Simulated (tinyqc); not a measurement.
Berg model of reactive sputtering of a nitride or oxide: poisoning, hysteresis and pumping speed: one step, computed by the program tinyqc. Command: `OMP_NUM_THREADS=1 python tinyqc.py 3029141 3029142 out.jsonl berg walk`. One thread of a shared host (Intel(R) Xeon(R) Processor @ 2.30GHz), about 0.05 s of CPU time with the checks.

A diatomic gas reacts with bare metal on the target and on the collecting surfaces; ions remove metal and compound from the target. theta_t and theta_c are the compound fractions.

Question. Steady state at the pressure P. Ion flux j = J/e; gas flux F = P/sqrt(2 pi M k_B T). Target: (2/z) alpha F (1 - theta_t) = j Y_c theta_t. Sputtered flows F_c = j Y_c theta_t A_t, F_m = j Y_m (1 - theta_t) A_t. Collector: (2/z) alpha F (1 - theta_c) A_c + F_c (1 - theta_c) = F_m theta_c. Gas use Q = alpha F [(1 - theta_t) A_t + (1 - theta_c) A_c] + P S/(k_B T); 1 sccm = 4.4780e17 molecules/s. Rate R = F_m + F_c, given relative to j Y_m A_t.

Inputs (values chosen for the exercise, close to those used for titanium dioxide): ion current density J = 34 mA/cm^2; target area A_t = 180 cm^2; collecting area A_c = 1300 cm^2; metal yield Y_m = 0.5; compound yield Y_c = 0.034; sticking coefficient alpha = 0.19; reactive atoms per metal atom z = 2; gas mass M = 32 u; pumping speed S = 74 l/s; gas temperature T = 300 K; reactive partial pressure P = 0.022 Pa.

Constants: e = 1.602176634e-19 C; u = 1.6605390666e-27 kg; k_B = 1.380649e-23 J/K.

Give: ion flux j; gas flux F; theta_t; theta_c; gas use; total flow Q; rate relative to clean metal.

Answer.

ion flux j = 2.1221e+17 1/(cm^2 s)

gas flux F = 5.9160e+16 1/(cm^2 s)

theta_t = 0.60905

theta_c = 0.67352

gas use (sccm): target 1.766, collector 10.654, pump 0.878

total flow Q = 13.298 sccm

rate relative to clean metal = 0.43236

The target is partly covered. The film is 67.4 % compound.
